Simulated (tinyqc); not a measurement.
# CMOS latch-up, two-transistor model: what changes with what

A parasitic pnp (emitter at Vdd, base shunted by Rw) and npn (emitter at ground, base shunted by Rs) feed each other: the npn collector current flows out of the pnp base node, the pnp collector current into the npn base node. Forward-active transistors with constant gains: Icn = Isn exp(Vn/Vt), Icp = Isp (exp(Vp/Vt) - 1). A current Ii is injected into the npn base node.

Inputs (values chosen for the exercise); values close to those of bulk CMOS:
```
symbol    value  unit                                            meaning
T           293     K                                        temperature
bn         20.6                                  current gain of the npn
bp          3.3                                  current gain of the pnp
Isn     2.5e-15     A                 saturation current of the npn at T
Isp     2.7e-15     A                 saturation current of the pnp at T
Rs           98   ohm              substrate resistance shunting the npn
Rw         1000   ohm                   well resistance shunting the pnp
R2          400   ohm  resistance from the pnp collector to the npn base
Von        0.68     V               base-emitter voltage in the on state
Vsat       0.16     V                                 saturation voltage
Vdd         3.3     V                                     supply voltage
```

Constants: q = 1.602176634e-19 C, kB = 1.380649e-23 J/K, Vt = kB T/q. Results are converted to the units shown.

Each table varies one quantity; the others keep the values above.

## Effect of the substrate resistance shunting the npn

Node equations: Vp/Rw + Icp/bp = Icn and Vn/Rs + Icn/bn = Icp + Ii. Loop gain G = gn gp/[(1/Rw + gp/bp)(1/Rs + gn/bn)], gn = Icn/Vt, gp = (Icp + Isp)/Vt; the off state ends where G = 1, and Ii there is the trigger current. On state with both base-emitter voltages at Von: npn base current Ib = (Von/Rs + bp Von/Rw)/(bn bp - 1), holding current Ih = (bn + 1) Ib + Von/Rs, holding voltage Vh = Vsat + Von + R2 (Ib + Von/Rs).

Effect of the substrate resistance shunting the npn:
```
Rs (ohm)  Vn at trigger (V)  trigger current (mA)  Ih (mA)  Vh (V)
9.8                  0.6714                 67.83    92.49   29.02
19                   0.6642                 34.85    48.05   15.38
37                   0.6620                 17.87    25.03   8.315
71                   0.6608                 9.315    13.39   4.742
140                  0.6599                 4.730    7.147   2.825
260                  0.6592                 2.556    4.182   1.915
510                  0.6586                 1.314    2.487   1.395
980                  0.6581                0.6944    1.641   1.135
```

As Rs goes from 9.8 to 980 ohm, the trigger current falls from 67.8 to 0.694 mA, Ih falls from 92.5 to 1.64 mA and Vh falls from 29.0 to 1.14 V. Vh exceeds the supply Vdd = 3.3 V, which then cannot sustain a latched state, in 4 of the 8 rows. The trigger current goes as Rs^(-0.99): most of it flows through the shunt. For Rs = 9.8 the holding current passes 50 mA, where high injection lowers the gains.

## Effect of the resistance from the pnp collector to the npn base

Same model as above.

The same in every row: Vn at trigger (V) = 0.6604; trigger current (mA) = 6.751; Ih (mA) = 9.900.

Effect of the resistance from the pnp collector to the npn base:
```
R2 (ohm)  Vh (V)
5         0.8754
14        0.9391
37         1.102
100        1.548
270        2.750
740        6.076
2000       14.99
```

As R2 goes from 5 to 2000 ohm, the trigger current stays at 6.75 mA, Ih stays at 9.90 mA and Vh rises from 0.875 to 15.0 V. Vh exceeds the supply Vdd = 3.3 V, which then cannot sustain a latched state, in 2 of the 7 rows.

Numbers from tinyqc (`OMP_NUM_THREADS=1 python tinyqc.py 2670147 2670148 out.jsonl`; about 0.06 s on one thread of a shared Intel Xeon 2.30GHz).
